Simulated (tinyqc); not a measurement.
From one set of inputs to another, one input at a time: two-step dopant diffusion (predeposition and drive-in) with a constant diffusivity. Computed by tinyqc, a small Python program. Command: `OMP_NUM_THREADS=1 python tinyqc.py 3011868 3011869 out.jsonl dopdiff ladder`. One thread of a shared host (Intel(R) Xeon(R) Processor @ 2.30GHz), about 0.06 s of CPU time with the checks.

Fick diffusion into a half space x > 0 whose background doping C_B is of the opposite type, so that a junction lies where C = C_B.

The inputs printed are set A. Set A is modelled on arsenic in silicon; the values taken over come from a set modelled on gallium in silicon. Inputs not listed in the table keep their values of set A, so the rows need not describe a real material.

Inputs (values chosen for the exercise, modelled on arsenic in silicon):

| quantity | value | unit |
|---|---|---|
| prefactor D0 | 9.71 | cm^2/s |
| activation energy E | 3.98 | eV |
| surface concentration C_s | 1.7e+19 | 1/cm^3 |
| background doping C_B | 1.8e+16 | 1/cm^3 |
| predeposition temperature T1 | 1000 | C |
| predeposition time t1 | 60 | min |
| drive-in temperature T2 | 1100 | C |
| drive-in time t2 | 20 | min |
| ramp rate | 8 | C/min |
| stand-by temperature | 800 | C |

Furnace ramps of the drive-in: linear ramps.

Constants: k_B = 8.617333262e-05 eV/K.

Method:
- D = D0 exp(-E/(k_B T)).
- Temperatures in kelvin are T(C) + 273.15.
- Times in seconds are 60 times the minutes.
- One ramp between the stand-by temperature and T2 adds int D dT / rate (40-point Gauss-Legendre); the usual estimate counts it as an extra time k_B T2^2/(E rate) at T2. (Dt)2 = D2 t2 + two ramps, times in seconds.
- C = C_s erfc(x/(2 sqrt(D1 t1))); dose Q = 2 C_s sqrt(D1 t1/pi); the junction solves erfc(z) = C_B/C_s with x_j = 2 z sqrt(D1 t1).
- With a sealed surface and a thin source, C = Q/sqrt(pi (Dt)2) exp(-x^2/(4 (Dt)2)); x_j = 2 sqrt((Dt)2 ln(C(0)/C_B)); gradient at the junction |dC/dx| = C_B x_j/(2 (Dt)2).

Each row keeps all changes above it:

| input moved | from | to | junction depth x_j (um) | dose Q (1/cm^2) | gradient at the junction (1/cm^4) |
|---|---|---|---|---|---|
| set A | - | - | 0.3043 | 4.7558e+13 | 6.4236e+21 |
| background doping C_B (1/cm^3) | 1.8e+16 | 2.5e+16 | 0.2950 | 4.7558e+13 | 8.6476e+21 |
| predeposition time t1 (min) | 60 | 5 | 0.2566 | 1.3729e+13 | 7.5213e+21 |
| drive-in temperature T2 (C) | 1100 | 1075 | 0.1943 | 1.3729e+13 | 1.0750e+22 |
| drive-in time t2 (min) | 20 | 120 | 0.3701 | 1.3729e+13 | 4.6410e+21 |
| prefactor D0 (cm^2/s) and activation energy E (eV) | 9.71, 3.98 | 0.442, 3.36 | 1.1703 | 4.9417e+13 | 1.5321e+21 |
| predeposition temperature T1 (C) | 1000 | 1050 | 1.2612 | 8.8142e+13 | 1.6511e+21 |
| surface concentration C_s (1/cm^3) | 1.7e+19 | 2.5e+18 | 0.9265 | 1.2962e+13 | 1.2130e+21 |

Junction depth x_j goes from 0.304 to 0.927, a factor 3.04 in all. The largest single move comes from prefactor D0 with activation energy E (a factor 3.16), and surface concentration C_s works against it (a factor 0.735). Dose Q goes from 4.76e13 to 1.30e13, a factor 0.273 in all. The largest single move comes from surface concentration C_s (a factor 0.147), and prefactor D0 with activation energy E works against it (a factor 3.60). Gradient at the junction goes from 6.42e21 to 1.21e21, a factor 0.189 in all. The largest single move comes from prefactor D0 with activation energy E (a factor 0.330), and drive-in temperature T2 works against it (a factor 1.43). The single moves hold for this order of the switches; the total does not depend on the order.

Caution (rows set A, background doping C_B): the drive-in budget is under fifteen times D1 t1, so the source is not thin and the Gaussian junction is too shallow. Caution (rows set A, background doping C_B, predeposition time t1, drive-in temperature T2, drive-in time t2, prefactor D0, predeposition temperature T1): C_s exceeds the intrinsic carrier density of silicon at the predeposition temperature (2e18 to 1e19 per cm^3), where real diffusivities rise with concentration and profiles turn box-like.

Extremes, crossings and ranges named in words are read from the listed rows.
